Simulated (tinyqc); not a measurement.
# Free and trapped electrons in a MOS channel with a dense trap tail: effects of single changes

p-type body, charge-sheet picture, full ionisation (an idealisation for deep acceptors), Boltzmann statistics for free electrons. e = Ec - EF at the surface. Acceptor-like traps of density D(E) = D0 + De exp(-E/Ew) at depth E below Ec, from 0 to Eu, hold n_t = integral of D(E)/(1 + exp((e - E)/Vt)). psi = Eg - Vt ln(Nv/Na) - e; N_dep = sqrt(2 eps0 eps_r Na (psi - Vt)/q); n_f = sqrt(N_dep^2 + 2 eps0 eps_r Vt Nc exp(-e/Vt)/q) - N_dep; Vg = Vfb + psi + q (N_dep + n_t + n_f)/Cox, Cox = eps0 eox/tox.

Values chosen for this exercise; band and dielectric values close to those of silicon:
- T = 300 K (temperature)
- Eg = 1.13 eV (band gap)
- eps_r = 11.9 (relative permittivity)
- Nc = 2.78e19 cm^-3 (conduction-band density of states at T)
- Nv = 2.6e19 cm^-3 (valence-band density of states at T)
- eox = 3.9 (relative permittivity of the insulator)
- tox = 26 nm (insulator thickness)
- Na = 4.8e16 cm^-3 (acceptor density)
- Vfb = -0.92 V (flat-band voltage without trapped charge)
- D0 = 2.1e10 cm^-2 eV^-1 (constant background density of acceptor-like traps)
- De = 5.4e13 cm^-2 eV^-1 (density of the tail at the conduction edge)
- Ew = 0.07 eV (decay energy of the tail)
- Eu = 0.74 eV (depth below Ec down to which the traps reach)
- mf = 120 cm^2/(V s) (mobility of free electrons)

Constants: q = 1.602176634e-19 C, kB = 1.380649e-23 J/K, Vt = kB T/q, eps0 = 8.8541878128e-14 F/cm where lengths are in cm. Results are converted to the units shown.

Each table varies one quantity; the others keep the values above.

## Free and trapped charge against gate voltage

Free share n_f/(n_f + n_t); swing ln 10 n_f/(dn_f/dVg); field-effect mobility mf q (dn_f/dVg)/Cox, for a constant mf; oxide field q (N_dep + n_t + n_f)/(eps0 eox).

Result of one run:
```
Vg (V)	e (eV)	n_f (cm^-2)	n_t (cm^-2)	free share (%)	swing (mV/decade)	field-effect mobility (cm^2/(V s))	oxide field (MV/cm)
1.7	0.1320	3.907e10	7.255e11	5.111	943.4	13.81	0.6864
```

What becomes of these results when the gate voltage Vg is changed from 1.7 to 2.3 V, all else the same?

Result of the changed run:
```
Vg (V)	e (eV)	n_f (cm^-2)	n_t (cm^-2)	free share (%)	swing (mV/decade)	field-effect mobility (cm^2/(V s))	oxide field (MV/cm)
2.3	0.1008	1.211e11	1.101e12	9.908	1572	25.68	0.9052
```

The whole series:
```
Vg (V)	e (eV)	n_f (cm^-2)	n_t (cm^-2)	free share (%)	swing (mV/decade)	field-effect mobility (cm^2/(V s))	oxide field (MV/cm)
0.4	0.3899	2.260e6	2.549e10	0.008864	121.0	0.006225	0.2856
1	0.2032	2.668e9	2.728e11	0.9684	375.7	2.367	0.4446
1.7	0.1320	3.907e10	7.255e11	5.111	943.4	13.81	0.6864
2.3	0.1008	1.211e11	1.101e12	9.908	1572	25.68	0.9052
3	0.07690	2.753e11	1.497e12	15.53	2435	37.69	1.165
3.6	0.06159	4.498e11	1.801e12	19.99	3239	46.30	1.390
4.3	0.04710	6.955e11	2.117e12	24.72	4203	55.15	1.654
4.9	0.03653	9.388e11	2.358e12	28.47	5030	62.21	1.880
5.6	0.02569	1.259e12	2.605e12	32.58	5986	70.10	2.146
```

n_f reaches 1e11 cm^-2 at Vg = 2.18 V, against 0.938 V without traps. The free share rises from 0.00886 to 32.6 % and the field-effect mobility rises from 0.00622 to 70.1 cm^2/(V s), although mf = 120 is constant: in the last row 58.4 % of Cox dVg goes into free electrons. The swing in the first row is 121 mV a decade (Vt ln 10 = 59.5). For Vg = 4.3, 4.9, 5.6 EF lies less than 2 Vt below the band edge, or above it, where degeneracy and confinement, left out, matter.

## Effect of the density of the tail at the conduction edge

VT is the Vg for n_f = 1e11 cm^-2; swing ln 10 n_f/(dn_f/dVg) at n_f = 1e8 cm^-2; the last three columns are for Vg = VT + 2.1 V, with free share n_f/(n_f + n_t) and field-effect mobility mf q (dn_f/dVg)/Cox; there EF is near the band edge, where Boltzmann statistics are rough.

Effect of the density of the tail at the conduction edge:
```
De (cm^-2 eV^-1)	e at VT (eV)	VT (V)	q n_t/Cox at VT (V)	swing (mV/decade)	n_f (cm^-2)	free share (%)	field-effect mobility (cm^2/(V s))
1e12	0.1062	0.9763	0.03866	100.1	1.690e12	96.16	115.5
2e12	0.1062	0.9989	0.06128	101.6	1.658e12	93.28	114.5
5e12	0.1062	1.067	0.1291	106.0	1.565e12	85.20	111.0
1e13	0.1062	1.180	0.2422	113.4	1.421e12	73.45	104.9
2e13	0.1062	1.406	0.4684	128.1	1.178e12	55.27	91.86
4e13	0.1062	1.858	0.9208	157.7	8.391e11	33.27	67.87
9e13	0.1062	2.989	2.052	231.5	4.620e11	13.26	33.83
2e14	0.1062	5.477	4.540	393.8	2.511e11	4.508	13.10
```

As De goes from 1e12 to 2e14, VT rises from 0.976 to 5.48 V, its part due to traps rises from 0.0387 to 4.54 V, the swing rises from 100 to 394 mV/decade and the field-effect mobility falls from 116 to 13.1 cm^2/(V s).

tinyqc, about 0.02 s, one thread, Intel Xeon 2.30GHz (shared host): `OMP_NUM_THREADS=1 python tinyqc.py 2222192 2222193 out.jsonl`
